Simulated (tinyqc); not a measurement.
Activation energy from two powers.

Problem. P(T) = Pd + Pl (T/300 K)^2 exp[(q Ea/kB)(1/(300 K) - 1/T)]. Find Ea and Pl.

Parameters, values chosen for the exercise:
```
symbol,value,unit,meaning
Pd,5.6,W,temperature-independent switching power
```

Constants: q = 1.602176634e-19 C, kB = 1.380649e-23 J/K. Results are converted to the units shown.

P at T = 380 and 420 K (W): 12.0024935  54.4691725

Solution. Subtract Pd; the ratio of the leakage powers, divided by the T^2 factors, is an Arrhenius factor.

Ea = 0.630 eV
Pl = 0.0236 W

Program tinyqc, `OMP_NUM_THREADS=1 python tinyqc.py 2520029 2520030 out.jsonl`; Intel Xeon 2.30GHz, shared host, one thread, about 0.01 s.
